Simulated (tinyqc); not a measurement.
Nanosheet or nanowire with hard walls, valleys of the Si type: one step. Valley masses for a [100] channel. Two cases, with inputs chosen for the exercise.

Task: Rotate w into the device axes and group equal valleys (|w_yz| counts); order by w_zz, then w_yy. 1/m_x = w_xx - w_xc w_c^-1 w_cx with c the block (y, z).

Six ellipsoidal valleys along the cube axes: inverse mass tensor w = 1/mt + (1/ml - 1/mt) a a^T with a the unit axis. Device axes: x along the channel, z = [001], y = z x x.

Give: Valleys.

Case 1.

Values chosen (out of a larger set: near those of Si; not measured data): ml = 0.92 m0 (longitudinal mass); mt = 0.192 m0 (transverse mass); channel = 100 (transport direction x on a (001) wafer).

Result:

Valleys:
```
group,valleys g,w_yy,w_zz,|w_yz|,m_x (m0)
A,2,5.2083,1.0870,0.0000,0.1920
B,2,1.0870,5.2083,0.0000,0.1920
C,2,5.2083,5.2083,0.0000,0.9200
```

The lightest transport mass, 0.192 m0, belongs to groups A and B.

Case 2.

Values chosen (out of a larger set: near those of Si; not measured data): ml = 0.9 m0 (longitudinal mass); mt = 0.189 m0 (transverse mass); channel = 100 (transport direction x on a (001) wafer).

Result:

Valleys:
```
group,valleys g,w_yy,w_zz,|w_yz|,m_x (m0)
A,2,5.2910,1.1111,0.0000,0.1890
B,2,1.1111,5.2910,0.0000,0.1890
C,2,5.2910,5.2910,0.0000,0.9000
```

The lightest transport mass, 0.189 m0, belongs to groups A and B.

Computed by tinyqc, one run a case: `OMP_NUM_THREADS=1 python tinyqc.py N N+1 out.jsonl` with N = 1250676, 1251574; one thread of a shared Intel(R) Xeon(R) Processor @ 2.30GHz, about 0.03 s a run at most.
